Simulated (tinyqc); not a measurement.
Double-gate transistor below threshold, two-dimensional Poisson equation on a small mesh: one step of the calculation.

Half of a symmetric double-gate structure: row 0 is the mid-plane of the body, where the normal field vanishes. Mobile charge is neglected (subthreshold), the body is fully depleted, and potentials are counted from the intrinsic level; rows run upward to the gate, columns from source to drain.

Task. Coefficients of the five-point equations. Mesh: rows i = 0..2 in the semiconductor (step hs = tb/2, row 2 on the interface), then 2 step(s) ho = tox/2 up to the gate row 4; columns j = 0..6 (step hy = L/6). Box integration, divided by eps0: up_i = eps hy/h of the interval above row i, dn_i = that of the interval below (0 for row 0), lat_i = (sum of eps h/2 over the intervals above and below)/hy, s_i = -q Na w_i hy/eps0 with w_i the semiconductor height of the box (hs/2 for row 0 and the interface row, hs between, 0 in the insulator). Each free node obeys (up + dn + 2 lat) psi = up psi(above) + dn psi(below) + lat [psi(left) + psi(right)] + s.

Parameters, values chosen for the exercise; semiconductor permittivity made up:
```
symbol,value,unit,meaning
eps_r,14.8,,relative permittivity of the semiconductor
eox,9,,relative permittivity of the insulator
tb,6,nm,half the body thickness
tox,2.2,nm,insulator thickness
L,47,nm,channel length
Na,0,cm^-3,acceptor density of the depleted body
```

Constants: q = 1.602176634e-19 C, eps0 = 8.8541878128e-14 F/cm where lengths are in cm. Results are converted to the units shown.

Give: up; dn; lat; s.

Result.

| row | up | dn | lat | s (V) |
|---|---|---|---|---|
| 0 | 38.64 | 0 | 2.834 | 0 |
| 1 | 38.64 | 38.64 | 5.668 | 0 |
| 2 | 64.09 | 38.64 | 3.466 | 0 |
| 3 | 64.09 | 64.09 | 1.264 | 0 |

Program tinyqc, `OMP_NUM_THREADS=1 python tinyqc.py 2480077 2480078 out.jsonl`; Intel Xeon 2.30GHz, shared host, one thread, about 0.1 s.
